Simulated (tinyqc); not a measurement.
Phase-change memory cell, resistance drift and retention: two steps of the calculation.

The amorphous state follows Ra = R0 (t/t0)^nu exp[(q Ec/kB)(1/T - 1/(300 K))], with nu taken as independent of T. An intermediate level follows the logarithmic mixing rule ln R = (1 - fa) ln Rc + fa ln Ra with constant Rc. The time to lose the data by crystallisation is tr = tx exp[(q Ex/kB)(1/T - 1/Tx)]; 1 year = 3.15576e7 s. These are empirical laws.

Inputs (values chosen for the exercise); values of the order found in chalcogenide phase-change cells: resistance of the amorphous state at t0 and 300 K R0 = 0.76 Mohm; reference time t0 = 10 s; drift exponent nu = 0.118; activation energy of conduction Ec = 0.21 eV; activation energy of crystallisation Ex = 2.2 eV; temperature of a bake Tx = 498 K; time to crystallise in that bake tx = 9000 s; operating temperature T = 358 K; time of the read t = 1e6 s; amorphous share of an intermediate level fa = 0.24; resistance of the crystalline state Rc = 6.1 kohm.

Constants: q = 1.602176634e-19 C, kB = 1.380649e-23 J/K. Results are converted to the units shown.

Problem 1. Resistances at the read. Ra and the intermediate level as above; its effective drift exponent is fa nu.

Find: drift factor; temperature factor; Ra; intermediate level; effective exponent.

Solution 1.

drift factor = 3.8905
temperature factor = 0.26819
Ra = 0.79298 Mohm
intermediate level = 0.019619 Mohm
effective exponent = 0.028320

Problem 2. Retention. tr at T; the ten-year temperature solves tr = 10 years: 1/T10 = 1/Tx + (kB/(q Ex)) ln(10 years/tx).

Find: tr; T10; loss of tr per kelvin, q Ex/(kB T^2).

Solution 2.

tr = 1.4513e5 years
T10 = 413.58 K
loss of tr per kelvin, q Ex/(kB T^2) = 19.920 %/K

T lies 55.6 K below T10, so ten years are met.

Computed by the program tinyqc: `OMP_NUM_THREADS=1 python tinyqc.py 2880049 2880050 out.jsonl`, one thread of a shared Intel Xeon 2.30GHz, about 0.01 s for the whole run.
